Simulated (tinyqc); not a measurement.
Worked calculation: band offset from the macroscopic average of a supercell potential. Values are carried at full precision from step to step, so a last printed digit may differ when a step is redone from the rounded ones.

A model of the planar-averaged electrostatic energy of an electron in a periodic cell of N1 periods of A (L1 = N1 n1 h) and N2 periods of B (L2 = N2 n2 h), on z_j = j h: V(z) = f VA + (1 - f) VB + F t(z), VA = V1[0] + V1[1] cos(2 pi z/(n1 h)) + V1[2] cos(4 pi z/(n1 h)), VB the same with V2, n2 and z - L1. f = [tanh(z/w) - tanh((z - L1)/w) + tanh((z - L1 - L2)/w)]/2 + 1/2; t(z) = z - L1/2 in A and (L1/L2)(L1 + L2/2 - z) beyond, so that the cell is periodic.

Constants: e^2/(4 pi eps0) = 14.39964547 eV angstrom.

Values chosen for the exercise (gaps near those of GaAs and Ge; the results hold for these values, not for the real material):
- h = 0.25 angstrom (grid step)
- n1 = 7 (grid points per period of A)
- n2 = 6 (grid points per period of B)
- N1 = 5 (periods of A)
- N2 = 4 (periods of B)
- V1 = (-6.25, 3.71, -0.56) eV (mean and two harmonics of the potential in A)
- V2 = (-4.31, 3.94, -0.93) eV (the same in B)
- w = 0.46 angstrom (width of the interfaces)
- F = 0.004 eV/angstrom (slope in A from opposite charges on the two interfaces)
- Ev1 = 4.13 eV (valence top of bulk A above its mean potential)
- Eg1 = (0.48, 1.47) eV (gap of A: semi-local value, corrected value)
- fv1 = 0.47 (share of the correction that lowers the valence top of A)
- Ev2 = 2.61 eV (valence top of bulk B above its mean potential)
- Eg2 = (0.1, 0.72) eV (gap of B: semi-local value, corrected value)
- fv2 = 0.76 (the same share for B)
- eps = 12.8 (dielectric constant at the interface)

## The planar average

Evaluate V on the grid, j = 0, 1, ...

V(z_j) (eV): -2.505  -4.334  -6.853  -9.804  -9.852  -6.561  -3.821  -3.112  -3.823  -6.579  -9.949  -9.948  -6.576  -3.817  -3.104  -3.815  -6.573  -9.942  -9.941  -6.570  -3.810  -3.097  -3.808  -6.565  -9.935  -9.934  -6.563  -3.803  -3.089  -3.797  -6.538  -9.876  -9.899  -6.478  -3.307  -2.183  -2.348  -5.878  -9.195  -5.856  -1.885  -1.295  -1.868  -5.809  -9.175  -5.812  -1.874  -1.300  -1.876  -5.818  -9.184  -5.821  -1.886  -1.321  -1.906  -5.801  -8.969  -5.625  -3.075

## Running means

Running mean over n points, periodic: for odd n the plain mean of the n points centred on j; for even n the n + 1 points with half weight at both ends. The macroscopic average applies the mean over n1 points and then over n2 points.

Apply the first mean, then the second.

after the mean over n1 points (eV): -5.881  -6.007  -6.141  -6.247  -6.334  -6.261  -6.222  -6.242  -6.256  -6.258  -6.258  -6.257  -6.255  -6.254  -6.253  -6.252  -6.252  -6.251  -6.250  -6.248  -6.247  -6.246  -6.245  -6.245  -6.244  -6.242  -6.241  -6.237  -6.229  -6.223  -6.211  -6.141  -6.011  -5.804  -5.710  -5.612  -5.035  -4.379  -4.091  -4.046  -4.541  -5.012  -4.529  -3.960  -3.876  -3.959  -4.523  -5.006  -4.526  -3.966  -3.887  -3.973  -4.534  -4.984  -4.476  -4.083  -4.172  -4.602  -5.309

macroscopic average (eV): -5.525  -5.842  -6.066  -6.173  -6.221  -6.251  -6.261  -6.256  -6.249  -6.252  -6.255  -6.256  -6.256  -6.255  -6.253  -6.252  -6.251  -6.250  -6.249  -6.248  -6.247  -6.246  -6.245  -6.244  -6.243  -6.241  -6.238  -6.233  -6.222  -6.195  -6.139  -6.060  -5.966  -5.817  -5.572  -5.265  -4.959  -4.715  -4.567  -4.475  -4.398  -4.345  -4.320  -4.311  -4.309  -4.309  -4.309  -4.310  -4.312  -4.314  -4.313  -4.307  -4.313  -4.347  -4.423  -4.540  -4.679  -4.881  -5.180

Around the middle of B the first mean varies by 1046 meV over five points and the second by 6 meV; the tilt of the potential alone amounts to 6 meV over these points: one window removes only the period it matches.

## The potential line-up

Read the macroscopic average in the middle of each region, j = 17 and j = 47, and its slope in A by a central difference over two points each way.

plateau in A = -6.250 eV
plateau in B = -4.310 eV
dV = B - A = 1.940 eV
slope in A = 0.004 eV/angstrom

The plateaus are flat, so the line-up is well defined.

## Band offsets

dEv = Ev(A) - Ev(B) = Ev1 - (dV + Ev2); dEc = Ec(B) - Ec(A) = Eg2 - Eg1 - dEv. The correction of a gap, c = Eg[1] - Eg[0], lowers the valence top by fv c and leaves dV, a ground-state quantity, as it is. Type I: dEv and dEc of one sign; II: opposite signs; III: no overlap of the gaps.

Give the offsets with semi-local and with corrected band edges.

dEv, dEc, semi-local (eV): -0.420  0.040

lowering of the valence tops of A and B (eV): 0.465  0.471

dEv, dEc, corrected (eV): -0.414  -0.336

The correction moves dEv by +0.01 eV and dEc by -0.38 eV; the type changes from II to I.

## The dipole behind the step

A step dV of the mean electron energy from A to B across an interface equals 4 pi (e^2/4 pi eps0) times a dipole per area p (in e angstrom per angstrom^2). For a change of 0.1 eV in dV, give the charge per area moved over 2 angstrom in a medium of dielectric constant eps: sigma = 0.1 eps/(4 pi (e^2/4 pi eps0) 2). 1 angstrom^-2 = 1e16 cm^-2.

|p| = 0.01072 e/angstrom
sigma = 3.54e+13 e/cm^2

With about 7e14 atoms per cm^2 in a plane (as on a silicon (100) face), 5.1 % of an electron per atom shifts the line-up by 0.1 eV.

## Checks

- Line-up in a cell of 14 + 14 periods without slope against V2[0] - V1[0] (eV): both 1.9400.

Program tinyqc; command `OMP_NUM_THREADS=1 python tinyqc.py 1850991 1850992 out.jsonl`; about 0.01 s on one thread of a shared Intel(R) Xeon(R) Processor @ 2.30GHz.
